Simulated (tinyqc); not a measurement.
Capacitance measurement on a leaky thin oxide: effects of series resistance and leakage: readings against frequency.

The device is a capacitance C in parallel with a leakage conductance G, in series with Rs and Ls. An impedance meter reports either a parallel pair (Cp, Gp) from Y = 1/Z = Gp + i w Cp or a series pair (Cs, Rm) from Z = Rm + 1/(i w Cs); w = 2 pi f, dissipation D = Gp/(w |Cp|).

EOT = 3.9 tox/eox; CET = EOT + zc + zp; C = 3.9 eps0 A/CET; G = Jg A/Vs. Z = Rs + i w Ls + 1/(G + i w C); CET read from Cp = 3.9 eps0 A/Cp; errors under 0.001 % are printed as 0.

Parameters, values chosen for the exercise; values of the order met in thin-oxide MOS capacitors:
```
symbol    value    unit                                                                 meaning
eox         7.3          relative permittivity of the gate insulator (close to silicon nitride)
tox         3.2      nm                                                     insulator thickness
A           400    um^2                                                               gate area
zc         0.25      nm              oxide-equivalent thickness added by the accumulation layer
zp            0      nm                      oxide-equivalent thickness added by gate depletion
Jg      0.00028  A/cm^2              gate leakage current density, not matched to the thickness
Vs          0.4       V                               voltage for an e-fold rise of the leakage
Rs           72     ohm                                                       series resistance
Ls            0      nH                                                       series inductance
```

Constants: eps0 = 8.8541878128e-14 F/cm where lengths are in cm. Results are converted to the units shown.

The same in every row: C (pF) = 7.049.

Readings against frequency:

| f (Hz) | Cp (pF) | Cs (pF) | D | error of Cp (%) | error of Cs (%) | CET read from Cp (nm) |
|---|---|---|---|---|---|---|
| 1000 | 7.049 | 7.077 | 0.06323 | 0 | 0.400 | 1.960 |
| 3000 | 7.049 | 7.052 | 0.02108 | 0 | 0.0444 | 1.960 |
| 10000 | 7.049 | 7.049 | 0.006354 | 0 | 4.00e-3 | 1.960 |
| 30000 | 7.049 | 7.049 | 0.002203 | 0 | 0 | 1.960 |
| 1e5 | 7.049 | 7.049 | 9.511e-4 | 0 | 0 | 1.960 |
| 3e5 | 7.049 | 7.049 | 0.001167 | 0 | 0 | 1.960 |
| 1e6 | 7.049 | 7.049 | 0.003252 | -1.06e-3 | 0 | 1.960 |
| 3e6 | 7.048 | 7.049 | 0.009587 | -9.19e-3 | 0 | 1.960 |
| 1e7 | 7.042 | 7.049 | 0.03189 | -0.102 | 0 | 1.962 |
| 3e7 | 6.985 | 7.049 | 0.09566 | -0.907 | 0 | 1.978 |

What does the comparison show?

D goes from 0.0632 through a minimum of 9.51e-4 (at f = 1e5 Hz among the rows listed) to 0.0957; without inductance its minimum lies at f = sqrt(G (1 + G Rs)/Rs)/(2 pi C) = 1.41e5 Hz. The error of Cp goes from 0 to -0.907 % and that of Cs from 0.400 to 0 %; at low frequency Cp tends to C/(1 + G Rs)^2 and Cs grows as 1 + (G/(w C))^2. One of the two readings is within 2 % of C for f = 1000, 3000, 10000, 30000, 1e5, 3e5, 1e6, 3e6, 1e7, 3e7 Hz.

tinyqc, about 0.01 s, one thread, Intel Xeon 2.30GHz (shared host): `OMP_NUM_THREADS=1 python tinyqc.py 2022118 2022119 out.jsonl`
